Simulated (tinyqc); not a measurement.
Gas flow in a process chamber: flow regimes, conductance, effective pumping speed, pump-down, outgassing and purge. Changing the pipe length l. Computed by tinyqc, a small Python program. Command: `OMP_NUM_THREADS=1 python tinyqc.py 3120383 3120384 out.jsonl pump sweep`. One thread of a shared host (Intel(R) Xeon(R) Processor @ 2.30GHz), about 0.01 s of CPU time with the checks.

Ideal gas, isothermal flow, a pump of constant speed at the end of a round pipe; process gas, volume gas and outgassing are given the same properties. 1 sccm = 101325 Pa x 1e-6 m^3/60 s x T/273.15 K.

Inputs (values chosen for the exercise, modelled on nitrogen near room temperature):

| quantity | value | unit |
|---|---|---|
| molar mass M | 28.01 | g/mol |
| molecular diameter | 0.37 | nm |
| viscosity eta | 17.8 | micropascal s |
| temperature T | 300 | K |
| chamber volume V | 39 | L |
| pipe diameter d | 4 | cm |
| pump speed S | 9.8 | L/s |
| process gas flow | 26 | sccm |

Constants: k_B = 1.380649e-23 J/K; u = 1.6605390666e-27 kg.

Method:
- Mean speed c = sqrt(8 k_B T/(pi m)); aperture conductance C_a = c pi d^2/16; molecular pipe C_m = C_a/(1 + 3 l/(4 d)) (Dushman form); viscous pipe C_v = pi d^4 p_mean/(128 eta l); Knudsen interpolation C = C_v + C_m (1 + x)/(1 + 1.24 x), x = d p_mean sqrt(m/(k_B T))/eta.
- Effective speed 1/S_eff = 1/S + 1/C_m; time constant V/S_eff; pressure at which the free path k_B T/(sqrt2 pi d_m^2 p) equals d.
- Steady flow: the pump inlet is at p_2 = Q/S, and the chamber pressure p_1 solves Q = C((p_1 + p_2)/2) (p_1 - p_2). Residence time = p_1 V/Q.
- Knudsen number = free path at the mean pressure over d.

One run for each value:

| pipe length l (cm) | C_m (L/s) | S_eff in molecular flow (L/s) | chamber pressure p_1 (Pa) |
|---|---|---|---|
| 2 | 108.80 | 8.9902 | 4.971 |
| 4.3 | 82.83 | 8.7631 | 5.022 |
| 9.5 | 53.79 | 8.2897 | 5.130 |
| 21 | 30.30 | 7.4050 | 5.356 |
| 45 | 15.85 | 6.0560 | 5.799 |
| 210 | 3.71 | 2.6887 | 8.332 |
| 460 | 1.71 | 1.4593 | 11.267 |
| 1000 | 0.79 | 0.7342 | 16.033 |

Give the missing row, pipe length l (cm) = 97.

Computed row:
```
pipe length l (cm)  C_m (L/s)  S_eff in molecular flow (L/s)  chamber pressure p_1 (Pa)
97                       7.80                         4.3422                      6.679
```

Interpolating between the two neighbouring rows (the first column on a logarithmic scale, the others too where they are positive) misses most in S_eff in molecular flow (L/s), by 7.0 %. Over the rows, C_m (L/s) falls from 109 to 0.794 (exponent d ln y / d ln x -0.36 between the first rows and -0.99 between the last); S_eff in molecular flow (L/s) falls from 8.99 to 0.734 (exponent d ln y / d ln x -0.033 between the first rows and -0.88 between the last); chamber pressure p_1 (Pa) rises from 4.97 to 16.0 (exponent d ln y / d ln x 0.013 between the first rows and 0.45 between the last).
